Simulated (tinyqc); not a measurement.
Course in time: spin coating of a resist or spin-on film: centrifugal thinning, evaporation and the final thickness (Emslie and Meyerhofer models). Computed by tinyqc, a small Python program. Command: `OMP_NUM_THREADS=1 python tinyqc.py 3112940 3112941 out.jsonl spincoat walk`. One thread of a shared host (Intel(R) Xeon(R) Processor @ 2.30GHz), about 0.07 s of CPU time with the checks.

A Newtonian film stays uniform over the wafer; solvent and solids have the same density and the concentration is uniform through the thickness.

Inputs (values chosen for the exercise, of the order of those of a polymer resist in an ester solvent):
```
quantity                                 value          unit
solids volume fraction c0                 0.17             -
kinematic viscosity of the solvent nu_s   0.92        mm^2/s
viscosity constant k                      1900        mm^2/s
viscosity exponent gamma                   2.3             -
spin speed f                              2000           rpm
evaporation rate at 1000 rpm e0          0.052  micrometre/s
starting thickness h0                      200    micrometre
wafer radius R                             100            mm
shrinkage in the bake                      4.3             %
```

Method:
- omega = 2 pi f/60; nu(c) = nu_s + k c^gamma; evaporation rate e = e0 sqrt(f/1000 rpm).
- Flow constant K = 2 omega^2/(3 nu(c0)); Reynolds number of the air omega R^2/nu_air with nu_air = 15 mm^2/s.
- Meyerhofer estimate: flow rules until (1 - c0) K h^3 = e, then evaporation alone: h_w = (e/((1 - c0) K))^(1/3), dry film c0 h_w.
- Full model for solids s and liquid l per area, h = s + l, c = s/h: ds/dt = -c Q, dl/dt = -(1 - c) Q - e, Q = 2 omega^2 h^3/(3 nu(c)); integrated adaptively (relative tolerance 1e-9) until l = 0.
- Dry film = s at l = 0, before the bake; film after the bake = s x (1 - shrinkage).
- Times are fractions of the time to dry.

omega = 209.440 1/s

evaporation rate e = 0.0735391 micrometre/s

dry film = 895.600 nm

dry film, estimate = 790.530 nm

History:
```
fraction   t (s)  h (micrometre)        c  nu (mm^2/s)         Q/e  s (nm)
0.003      0.206          50.800  0.17004        33.20  1.5700e+03  8637.9
0.010      0.686          28.471  0.17020        33.28  2.7576e+02  4845.8
0.030      2.057          16.537  0.17105        33.65  5.3448e+01  2828.6
0.100      6.856           9.031  0.17644        36.07  8.1217e+00  1593.5
0.200     13.712           6.297  0.18895        42.07  2.3604e+00  1189.8
0.350     23.997           4.561  0.21804        58.12  6.4916e-01   994.5
0.500     34.281           3.518  0.26356        89.38  1.9377e-01   927.3
0.700     47.994           2.419  0.37220       196.60  2.8633e-02   900.4
0.900     61.706           1.400  0.63983       681.22  1.6023e-03   895.8
```

What follows from these numbers?

Q/e drops below 1 between t = 14 and 24 s, when c has risen from 0.17 to about 0.218; after that row the solids fall by a further 10 %. The full model gives 1.13 times the two-stage estimate.
